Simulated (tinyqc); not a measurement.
Stretching all distances: RHF, UHF, MP2, CISD and CCSD against full CI in the sto-3g basis, for H2, spin multiplicity 1. Computed by the program tinyqc with PySCF. Command: `OMP_NUM_THREADS=1 python tinyqc.py 110726 110727 out.jsonl`; one thread of a shared host (Intel(R) Xeon(R) Processor @ 2.60GHz), about 2 s.

Geometry (angstrom):
```
atom       x       y       z
H     0.0000  0.0000  0.0000
H     0.0000  0.0000  0.6800
```

All coordinates are multiplied by the scale. c0^2 is the weight of the RHF determinant in the lowest singlet FCI state (UHF is spin-contaminated and may lie near states of higher spin) and n(LUMO) the first natural occupation beyond the occupied space.

Full CI energy (hartree) and errors against it (kcal/mol):
```
scale  distance 1-2 (angstrom)    E(FCI)     RHF     UHF     MP2   CISD   CCSD  <S^2> UHF   c0^2  n(LUMO)
0.930                    0.632  -1.12607  10.211  10.211   3.417  0.000  0.000      0.000  0.991    0.017
1.120                    0.762  -1.13673  13.484  13.484   4.918  0.000  0.000      0.000  0.986    0.027
1.310                    0.891  -1.12212  17.641  17.641   6.919  0.000  0.000      0.000  0.979    0.043
1.500                    1.020  -1.09688  22.880  22.880   9.542  0.000  0.000      0.000  0.967    0.066
1.680                    1.142  -1.06964  29.046  29.046  12.723  0.000  0.000      0.000  0.952    0.096
1.870                    1.272  -1.04115  36.998  32.368  16.908  0.000  0.000      0.332  0.930    0.140
2.060                    1.401  -1.01532  46.491  29.450  21.933  0.000  0.000      0.571  0.901    0.199
2.250                    1.530  -0.99347  57.419  24.031  27.633  0.000  0.000      0.725  0.865    0.270
```

UHF parts from RHF first at scale 1.87 of those listed, where <S^2> leaves zero. The weight c0^2 goes from 0.99 to 0.86 and n(LUMO) from 0.02 to 0.27: static correlation grows as the bonds break into open-shell fragments. The spread of the error along the curve, which distorts its shape, is CISD 0.0, CCSD 0.0, UHF 22.2, MP2 24.2, RHF 47.2 kcal/mol. With two electrons CISD and CCSD are exact.
